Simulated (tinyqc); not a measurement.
# CMOS latch-up, two-transistor model, step by step

Numbers from tinyqc (`OMP_NUM_THREADS=1 python tinyqc.py 2670143 2670144 out.jsonl`; about 0.07 s on one thread of a shared Intel Xeon 2.30GHz). Printed values are rounded.

A parasitic pnp (emitter at Vdd, base shunted by Rw) and npn (emitter at ground, base shunted by Rs) feed each other: the npn collector current flows out of the pnp base node, the pnp collector current into the npn base node. Forward-active transistors with constant gains: Icn = Isn exp(Vn/Vt), Icp = Isp (exp(Vp/Vt) - 1). A current Ii is injected into the npn base node.

Parameters, values chosen for the exercise; values close to those of bulk CMOS: temperature T = 300 K; current gain of the npn bn = 10.2; current gain of the pnp bp = 3.8; saturation current of the npn at T Isn = 3.7e-15 A; saturation current of the pnp at T Isp = 1.2e-15 A; substrate resistance shunting the npn Rs = 1100 ohm; well resistance shunting the pnp Rw = 1700 ohm; resistance from the pnp collector to the npn base R2 = 70 ohm; base-emitter voltage in the on state Von = 0.71 V; saturation voltage Vsat = 0.15 V; supply voltage Vdd = 3.3 V; current injected into the substrate Ii = 0.397 mA.

Constants: q = 1.602176634e-19 C, kB = 1.380649e-23 J/K, Vt = kB T/q. Results are converted to the units shown.

## Holding current and voltage

On state with both base-emitter voltages at Von: npn base current Ib = (Von/Rs + bp Von/Rw)/(bn bp - 1), holding current Ih = (bn + 1) Ib + Von/Rs, holding voltage Vh = Vsat + Von + R2 (Ib + Von/Rs).

bn bp = 38.76
Ib = 0.05912377 mA
Ih = 1.307641 mA
Vh = 0.9093205 V

Vh is below Vdd = 3.3 V, so the supply can sustain a latched state.

## The off branch

| point | Vn (V) |
|---|---|
| 0 | 0.452 |
| 1 | 0.532 |
| 2 | 0.582 |
| 3 | 0.612 |
| 4 | 0.632 |
| 5 | 0.652 |
| 6 | 0.667 |
| 7 | 0.682 |

Node equations: Vp/Rw + Icp/bp = Icn and Vn/Rs + Icn/bn = Icp + Ii. Loop gain G = gn gp/[(1/Rw + gp/bp)(1/Rs + gn/bn)], gn = Icn/Vt, gp = (Icp + Isp)/Vt; the off state ends where G = 1, and Ii there is the trigger current. For each Vn: Icn, then Vp from the first equation, then Ii from the second.

| point | Icn (mA) | Vp (V) | Icp (mA) | Ii (mA) | G |
|---|---|---|---|---|---|
| 0 | 1.4503e-4 | 2.4656e-4 | 1.1499e-14 | 0.41092 | 4.9134e-13 |
| 1 | 0.0032019 | 0.0054432 | 2.8123e-13 | 0.48395 | 1.3096e-11 |
| 2 | 0.022150 | 0.037655 | 3.9494e-12 | 0.53126 | 2.9214e-10 |
| 3 | 0.070689 | 0.12017 | 1.2410e-10 | 0.56329 | 1.9139e-8 |
| 4 | 0.15323 | 0.26049 | 2.8518e-8 | 0.58957 | 7.4593e-6 |
| 5 | 0.33214 | 0.56309 | 0.0034568 | 0.62183 | 1.2706 |
| 6 | 0.59335 | 0.70001 | 0.68999 | -0.025453 | 25.473 |
| 7 | 1.0600 | 0.73214 | 2.3914 | -1.6674 | 30.865 |

Ii peaks at 0.6219 mA, at Vn = 0.6517 V where G = 1; beyond it the loop feeds itself.

## Iteration 1: response to the injected current, once round the loop per iteration

Vn at the start = 0.5 V

Icn = Isn exp(Vn/Vt); Vp solves Vp/Rw + Icp/bp = Icn; Vn(new) solves Vn/Rs + (Isn/bn) exp(Vn/Vt) = Icp + Ii.

Icn = 9.286072e-4 mA
Vp = 0.001578632 V
Icp = 7.556061e-14 mA
Vn after iteration 1 = 0.4366913 V

## Course of the iteration: response to the injected current, once round the loop per iteration

Stop when Vn changes by less than 1e-9 V, or after 150 iterations. Vn must stay below 1.1 V.

Course of the iteration:

| iteration | Vn (V) | \|change\| (V) |
|---|---|---|
| 1 | 0.4366913 | 0.0633 |
| 2 | 0.4366913 | 7.61e-14 |

Converged in 2 iterations. The change falls from 0.063 in the first iteration to below the tolerance in the last. An off state exists, since Ii is below the trigger current, the largest Ii that the node equations allow, 0.6219 mA.
